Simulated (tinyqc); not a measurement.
Worked calculation: Luttinger-Kohn k.p, four valence bands. One step of it, computed by the program tinyqc.

Problem. Hole masses. E = c [g1 k^2 -/+ 2 sqrt(g2^2 k^4 + 3 (g3^2 - g2^2)(kx^2 ky^2 + ky^2 kz^2 + kz^2 kx^2))] with c = hbar^2/2m, and m* = hbar^2 k^2 / (2 E).

Luttinger parameters chosen for this model; energies are counted downward from the top of the valence band:
```
parameter     value  unit
g1         5.650000
g2         1.600000
g3         2.660000
```

Give: Masses.

Solution.

Masses (electron masses):
```
direction   heavy   light
[100]      0.4082  0.1130
[110]      1.2939  0.0950
[111]      3.0303  0.0912
```
